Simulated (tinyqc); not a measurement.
Threshold-voltage variability of a planar MOSFET, analytic estimates: effect of the channel doping.

Three independent sources add in quadrature: random dopants in the depleted layer, metal-gate grains of two orientations, and roughness of the two gate edges acting through the roll-off VT = VT(long) - Vr exp(-L/l). These are first-order estimates: no three-dimensional electrostatics, no percolation.

ni = sqrt(Nc Nv) exp(-Eg/(2 Vt)), Eg in volts; Cox = 3.9 eps0/ti; Wd = sqrt(4 eps0 eps_r Vt ln(Na/ni)/(q Na)); dopants: s1 = (q/Cox) sqrt(Na Wd/(3 L W)). Grains: Ng = L W/G^2 (at least 1), s2 = dW sqrt(p (1 - p)/Ng). Edges, with exponential correlation and u = W/La: the mean gate length has sL^2 = 2 De^2 (2/u)[1 - (1 - exp(-u))/u]; s3 = sL (Vr/l) exp(-L/l). s = sqrt(s1^2 + s2^2 + s3^2). l and Vr are held fixed.

Values chosen for this exercise; material values close to those of silicon: temperature T = 300 K; band gap Eg = 1.11 eV; relative permittivity of the semiconductor eps_r = 11.6; conduction-band density of states at T Nc = 2.78e19 cm^-3; valence-band density of states at T Nv = 2.7e19 cm^-3; oxide-equivalent thickness in inversion ti = 2.5 nm; gate length L = 32 nm; gate width W = 120 nm; metal grain size G = 15 nm; work-function difference of the two grain orientations dW = 0.1 eV; share of the orientation of higher work function p = 0.4; rms roughness of one gate edge De = 0.8 nm; correlation length of the roughness La = 10 nm; decay length of the threshold roll-off l = 5.5 nm; prefactor of the roll-off Vr = 1.6 V.

Constants: q = 1.602176634e-19 C, kB = 1.380649e-23 J/K, Vt = kB T/q, eps0 = 8.8541878128e-14 F/cm where lengths are in cm. Results are converted to the units shown.

The same in every row: s2 (mV) = 11.86; s3 (mV) = 0.3825.

Result of one run:

| Na (cm^-3) | s1 (mV) | s (mV) | s sqrt(L W) (mV um) |
|---|---|---|---|
| 1.5e18 | 22.40 | 25.35 | 1.571 |

What becomes of these results when the channel doping Na is changed from 1.5e18 to 1.5e17 cm^-3, all else the same?

Result of the changed run:

| Na (cm^-3) | s1 (mV) | s (mV) | s sqrt(L W) (mV um) |
|---|---|---|---|
| 1.5e17 | 12.19 | 17.01 | 1.054 |

The whole series:

| Na (cm^-3) | s1 (mV) | s (mV) | s sqrt(L W) (mV um) |
|---|---|---|---|
| 1.5e17 | 12.19 | 17.01 | 1.054 |
| 2.6e17 | 14.10 | 18.43 | 1.142 |
| 4.7e17 | 16.49 | 20.32 | 1.259 |
| 8.2e17 | 19.10 | 22.49 | 1.394 |
| 1.5e18 | 22.40 | 25.35 | 1.571 |
| 2.6e18 | 25.89 | 28.48 | 1.765 |
| 4.5e18 | 29.91 | 32.18 | 1.994 |
| 8e18 | 34.78 | 36.75 | 2.277 |

As Na goes from 1.5e17 to 8e18 cm^-3, s rises from 17.0 to 36.8 mV. The dopants are the largest source in the first and the last row. s1 goes on average as Na^(0.26), near the 1/4 expected from Na Wd. For Na = 1.5e17 to 8.2e17 cm^-3 the depletion depth exceeds L, so source and drain share much of the charge and s1 is rough.

Computed by the program tinyqc: `OMP_NUM_THREADS=1 python tinyqc.py 2090031 2090032 out.jsonl`, one thread of a shared Intel Xeon 2.30GHz, about 0.01 s for the whole run.
